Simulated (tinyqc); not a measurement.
Inside a calculation. Model: electroplating on a thin resistive seed layer: kinetics, Wagner number and the terminal effect across a wafer. Computed by tinyqc, a small Python program that keeps every step. Command: `OMP_NUM_THREADS=1 python tinyqc.py 3121138 3121139 out.jsonl terminal walk`. One thread of a shared host (Intel(R) Xeon(R) Processor @ 2.30GHz), about 0.02 s of CPU time with the checks. Intermediate numbers are printed to about 6 digits and carried at full precision; extremes and crossings named in words are read from the listed rows.

Current enters the seed at the rim. The bath is treated as a local resistance per area (no lateral flow in the liquid), two electrons per ion, molar volume 7.11 cm^3/mol, Faraday constant F = e N_A, kinematic viscosity 0.01 cm^2/s, omega = 2 pi x rpm/60; k_B T/e is in volts.

Inputs (values chosen for the exercise, of the order of those for copper plating from an acid sulfate bath):
```
quantity                               value         unit
wafer radius R                            10           cm
seed thickness t                          68           nm
seed resistivity                          13  microohm cm
bath conductivity kappa                0.059         S/cm
gap to the anode h                       7.9           cm
extra resistance of a porous plate       160     ohm cm^2
exchange current density i_0            0.53      mA/cm^2
cathodic transfer coefficient alpha      0.9            -
mean current density                     4.2      mA/cm^2
diffusivity of the metal ion         4.3e-06       cm^2/s
metal ion concentration                 0.24        mol/L
rotation rate                             30          rpm
temperature T                            298            K
```

Constants: e = 1.602176634e-19 C; N_A = 6.02214076e+23 1/mol; k_B = 8.617333262e-05 eV/K.

## Rate, limit and resistances

Growth rate = i V_m/(2 F). Levich limit i_L = 0.62 x 2 F D^(2/3) omega^(1/2) nu^(-1/6) c. Tafel overpotential eta = (k_B T/(alpha e)) ln(i/i_0); kinetic resistance k_B T/(alpha e i); bath resistance h/kappa + plate; R_s = resistivity/t; Wagner number = kinetic resistance x kappa/R.

growth rate = 92.8493 nm/min

limiting current i_L = 28.9944 mA/cm^2

overpotential = 59.0621 mV

kinetic resistance = 6.79356 ohm cm^2

bath resistance R_b = 293.898 ohm cm^2

sheet resistance R_s = 1.91176 ohm/square

Wagner number = 0.0400820

## Linear estimate of the terminal effect

Linearised: with R_t = kinetic + bath resistance the current density obeys (1/r)(r i')' = i R_s/R_t, so i = A I_0(r/l), l = sqrt(R_t/R_s); with x = R/l, edge/centre = I_0(x) and edge/mean = x I_0(x)/(2 I_1(x)). Voltage drop in the seed for a uniform current: i R_s R^2/4.

length l = 12.5413 cm

x = R/l = 0.797364

edge over centre, linear = 1.16538

edge over mean, linear = 1.07745

drop for uniform current = 200.735 mV

For small x edge/centre is 1 + x^2/4 = 1.159.

## Current distribution

Full model: seed potential phi(r) with (1/r)(r phi')' = R_s i, where i solves phi = R_b i + (k_B T/(alpha e)) ln(i/i_0) (phi being the driving voltage left at r); phi'(0) = 0 and phi'(R) = R_s i_mean R/2. Solved by collocation to a tolerance of 1e-7.

Across the wafer:
```
r/R   i (mA/cm^2)   i/mean  i/mean, linear
0.00      3.88330  0.92459         0.92455
0.20      3.90798  0.93047         0.93044
0.40      3.98253  0.94822         0.94821
0.60      4.10844  0.97820         0.97822
0.75      4.23804  1.00906         1.00908
0.90      4.39939  1.04747         1.04747
1.00      4.52546  1.07749         1.07745
```

edge over centre, full model = 1.16537

The full model gives 1.17 against 1.17 from the linear form; the kinetic resistance, which the linear form holds fixed, is a small part of R_t here.

## As the film thickens, and with more bath resistance

The film is taken as uniform, with the seed resistivity; the last column adds 100 ohm cm^2 to R_b. Extra power of that plate = i^2 x 100 ohm cm^2 x area.

Edge over centre:
```
thickness (nm)  R_s (ohm/square)  as given  with 100 ohm cm^2 more
68                       1.91176   1.16537                 1.12288
102                      1.27451   1.10880                 1.08111
136                      0.95588   1.08107                 1.06053
204                      0.63725   1.05369                 1.04016
340                      0.38235   1.03204                 1.02400
680                      0.19118   1.01596                 1.01196
1360                     0.09559   1.00796                 1.00597
```

extra power = 0.554177 W

The ratio falls below 1.1 from 136 nm on as given, and from 102 nm on with the added resistance: what counts is R_s R^2 against the sum of kinetic and bath resistance.

Checks made by the program: mean of the distribution (relative difference 2e-08).
